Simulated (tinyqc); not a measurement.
The sixth-power law: interface roughness in a thin film (subband fluctuation and scattering).

Square well of width t, barriers V0, c = hbar^2/2m0: E1 solves k t + 2 atan[(k/mz)/(kappa/mb)] = pi, k = sqrt(mz E/c), kappa = sqrt(mb (V0 - E)/c). One interface is rough, so the subband edge fluctuates by G dt with G = |dE1/dt| (central difference of 0.01 angstrom; 2 E1/t for hard walls).

Gaussian roughness spectrum S(q) = pi D^2 Lc^2 exp(-q^2 Lc^2/4). Degenerate gas, taken to fill one subband (the second starts to fill once c kF^2/md exceeds E2 - E1, which is not tested here): kF = sqrt(2 pi Ns/gv), q = 2 kF sin(theta/2), 1/tau = (md/(2 pi c hbar)) G^2 times the integral from 0 to pi of S(q)(1 - cos theta)/eps(q)^2 dtheta, eps(q) = 1 + qs/q with screening (qs = gv md q0/(c eps), q0 = e^2/(4 pi eps0), form factors left out, which overstates the screening; other scattering is left out too, so these values lie far above measured mobilities in all but the thinnest films) or 1 without; mobility = tau c2/md with c2 = e/m0 = 1.75882e15 cm^2/(V s^2); 1e12/cm^2 = 1e-4/angstrom^2.

Constants: hbar^2/2m0 = 3.80998211 eV angstrom^2; hbar = 6.58211957e-16 eV s; e^2/(4 pi eps0) = 14.39964547 eV angstrom.

Parameters, chosen for this exercise (near those of a thin GaN channel; not measured data):

| symbol | value | unit | meaning |
|---|---|---|---|
| mz | 0.205 | m0 | confinement mass |
| V0 | 1.91 | eV | barrier |
| mb | 0.32 | m0 | barrier mass |
| md | 0.199 | m0 | mass in the plane |
| gv | 1 |  | valleys |
| D | 2.4 | angstrom | rms height of the roughness |
| Lc | 24 | angstrom | correlation length |
| Ns | 0.94 | x 1e12/cm^2 | sheet density |
| eps | 9.7 |  | mean dielectric constant at the channel |
| ts | (23, 29, 36, 42, 52, 67, 88) | angstrom | thicknesses |

Screened mobility against thickness for the finite barrier and for hard walls.

Results:

| t (angstrom) | E1 (meV) | G (meV/angstrom) | mobility (cm^2/(V s)) | the same, hard walls |
|---|---|---|---|---|
| 23 | 193.5 | 12.576 | 1.47e+03 | 256 |
| 29 | 135.5 | 7.371 | 4.28e+03 | 1.03e+03 |
| 36 | 95.7 | 4.370 | 1.22e+04 | 3.76e+03 |
| 42 | 74.0 | 2.973 | 2.63e+04 | 9.49e+03 |
| 52 | 51.3 | 1.716 | 7.90e+04 | 3.42e+04 |
| 67 | 32.8 | 0.877 | 3.03e+05 | 1.56e+05 |
| 88 | 20.0 | 0.417 | 1.34e+06 | 8.03e+05 |

With hard walls G goes as 1/t^3 and the mobility as t^6. With the finite barrier the local exponent is 4.61 at the thin end and 5.45 at the thick end, since the envelope leaks out and softens the dependence. The least value is 1.47e+03 cm^2/(V s). The gate field, which also presses carriers to the interface, is left out. Up to t = 42 angstrom G D exceeds half of EF - E1, where the Born rate fails.

Run: tinyqc, `OMP_NUM_THREADS=1 python tinyqc.py 1251913 1251914 out.jsonl`; Intel(R) Xeon(R) Processor @ 2.30GHz, one thread, shared host; about 0.01 s of CPU time with all checks.
